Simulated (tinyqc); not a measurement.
# Order-disorder in a binary alloy on two sublattices: Bragg-Williams and pair (quasi-chemical) approximations, step by step

A worked calculation. Computed by tinyqc, a small Python program that keeps every step. Command: `OMP_NUM_THREADS=1 python tinyqc.py 3009502 3009503 out.jsonl order walk`. One thread of a shared host (Intel(R) Xeon(R) Processor @ 2.30GHz), about 0.01 s of CPU time with the checks. Intermediate numbers are printed to about 6 digits and carried at full precision; extremes and crossings named in words are read from the listed rows.

All z = 6 neighbours of a site lie on the other sublattice. B fills the sublattices with x + eta/2 and x - eta/2; energies are per site, from the pure components: u = -z w y with y the probability of an A-B bond taken in one order.

Inputs (values chosen for the exercise, for a model alloy): ordering energy w = (e_AA + e_BB)/2 - e_AB = 12.3 meV; fraction x of B = 0.38; temperature T = 186 K.

Lattice: simple cubic (z = 6). Method: plain iteration, 400 steps.

scattering factors f_A, f_B (electrons): 14  78

Constants: k_B = 8.617333262e-05 eV/K.

## Critical temperatures

Bragg-Williams: k_B T_c = 2 z w x (1 - x). Pair approximation at x = 1/2: k_B T_c = w/ln(z/(z - 2)).

T_c, Bragg-Williams = 403.542 K

T_c, pair approximation at x = 1/2 = 352.029 K

At x = 1/2 the pair value is 0.822 of the Bragg-Williams one; the ratio tends to 1 as z grows.

## Long-range order, Bragg-Williams

Bragg-Williams: u = -z w [x (1 - x) + eta^2/4]; minimising f gives ln[a (1 - b)/(b (1 - a))] = 2 z w eta/(k_B T) =: ln Q, a = x + eta/2, b = x - eta/2. For given Q this is a quadratic for eta, (Q - 1) eta^2/4 - (Q + 1) eta/2 + (Q - 1) x (1 - x) = 0, smaller root: the map eta -> phi(eta). Plain iteration eta = phi(eta), 400 steps at most; start at 0.999 times 2x; stop when |phi - eta| < 1e-10.

Iteration:
```
step       eta  phi(eta)     phi - eta
1     0.759240  0.754283  -4.95710e-03
2     0.754283  0.754021  -2.61980e-04
3     0.754021  0.754007  -1.41686e-05
4     0.754007  0.754006  -7.67215e-07
5     0.754006  0.754006  -4.15466e-08
6     0.754006  0.754006  -2.24986e-09
7     0.754006  0.754006  -1.21836e-10
8     0.754006  0.754006  -6.59761e-12
```

order parameter eta = 0.754006

last residual = 6.59761e-12

Converged: eta is 99.2 % of its largest value 2x.

## Energy, entropy and site fractions

a = x + eta/2, b = x - eta/2; u = -z w [x (1 - x) + eta^2/4]; s/k_B = [s2(a) + s2(b)]/2, s2(c) = -c ln c - (1 - c) ln(1 - c); gain on ordering = f(eta) - f(0), f = u - T s. Superlattice over fundamental intensity = [eta (f_B - f_A)/2]^2/[(1 - x) f_A + x f_B]^2.

B fraction on its own sublattice = 0.757003

B fraction on the A sublattice = 0.00299703

energy u = -27.8766 meV/site

entropy s = 0.287458 k_B/site

gain on ordering = -4.45295 meV/site

intensity ratio = 0.396459

A on the B sublattice: 0.2430, of which 0.2400 is forced by composition.

## Short-range order at the Bragg-Williams T_c

Quasi-chemical disordered state, with T here the Bragg-Williams T_c and not the input T: y^2/[(1 - x - y)(x - y)] = exp(2 w/(k_B T)) =: E, so y = 2 x (1 - x)/(1 + r), r = sqrt(1 - 4 x (1 - x)(1 - 1/E)); Warren-Cowley alpha = 1 - y/(x (1 - x)); u = -z w y.

bond probability y = 0.273543

alpha of the disordered state at the Bragg-Williams T_c = -0.161047

energy of the disordered state = -20.1875 meV/site

Short-range order already holds 26 % of the full ordering energy z w x^2, counted from the random alloy at -z w x (1 - x); Bragg-Williams puts none there.

## Both approximations at x = 1/2

At x = 1/2 the alloy is an Ising model with K = w/(2 k_B T). Bragg-Williams: eta = tanh(z K eta), neighbour correlation -eta^2. Pair: h = (z - 1) artanh(tanh K tanh h), eta = tanh(z h/(z - 1)), correlation -(tanh K + tanh^2 h)/(1 + tanh K tanh^2 h). T is given in units of the Bragg-Williams T_c at x = 1/2, z w/(2 k_B).

Order and neighbour correlation:
```
T/T_c    T (K)  eta, Bragg-Williams  correlation, Bragg-Williams  eta, pair  correlation, pair
0.30   128.462             0.997414                    -0.994834   0.997285          -0.994637
0.45   192.693             0.973976                    -0.948629   0.968967          -0.941778
0.55   235.514             0.935529                    -0.875215   0.913870          -0.848672
0.65   278.334             0.872065                    -0.760498   0.803082          -0.688371
0.75   321.155             0.775516                    -0.601426   0.575318          -0.442352
0.85   363.976             0.629501                    -0.396272   0.000000          -0.193604
0.95   406.796             0.379485                    -0.144009   0.000000          -0.173661
1.10   471.027             0.000000                     0.000000   0.000000          -0.150366
1.50   642.310             0.000000                     0.000000   0.000000          -0.110656
```

The pair approximation loses long-range order between T/T_c = 0.75 and 0.85, at 352 K, and keeps a correlation of -0.111 in the last row. At its own T_c the correlation is -1/(z - 1) = -0.200, so the fewer the neighbours, the more of the ordering energy is released above T_c.

Checks made by the program: eta against bracketed root finding (relative difference below 1e-10).
